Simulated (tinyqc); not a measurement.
Surface segregation during layer-by-layer epitaxy: two-layer exchange kinetics and the shape of quantum wells and delta layers: one step, computed by the program tinyqc. Command: `OMP_NUM_THREADS=1 python tinyqc.py 3020019 3020020 out.jsonl mbeseg walk`. One thread of a shared host (Intel(R) Xeon(R) Processor @ 2.30GHz), about 0.01 s of CPU time with the checks.

Atoms A and B exchange only between the growing layer and the one below it. B is supplied for N layers, then pure A follows.

Question. The second layer. Each layer is deposited complete with B share x_dep and then exchanges for the time tau = 1/G with the layer below, whose share is b (total c = s + b fixed): ds/dt = p1 b (1 - s) - p2 s (1 - b), s(0) = x_dep. With the roots s1 < s2 of the right side, (s - s1)/(s - s2) = [(s(0) - s1)/(s(0) - s2)] exp(-(p1 - p2)(s2 - s1) tau). The lower layer is then buried with c - s, and s becomes the b of the next layer. Layer 1 is deposited on pure A with share x0; with nothing to lift from below, take b = 0 and s(0) = x0 for it. Then layer 2 has x_dep = x0.

Inputs (values chosen for the exercise, close to those used for indium in GaAs):
```
quantity,value,unit
growth rate G,0.81,layers/s
share x0 of B in the flux during the well,0.4,-
layers in the well N,8,-
temperature T,390,C
```

p1 = 0.06144072 1/s

p2 = 0.001307706 1/s

Give: share in layer 1 after its exchange; root s1 for layer 2; root s2 for layer 2; share in layer 2 after its exchange; share buried in layer 1.

Answer.

share in layer 1 after its exchange = 0.3994

root s1 for layer 2 = 0.7418

root s2 for layer 2 = 1.101

share in layer 2 after its exchange = 0.4171

share buried in layer 1 = 0.3822
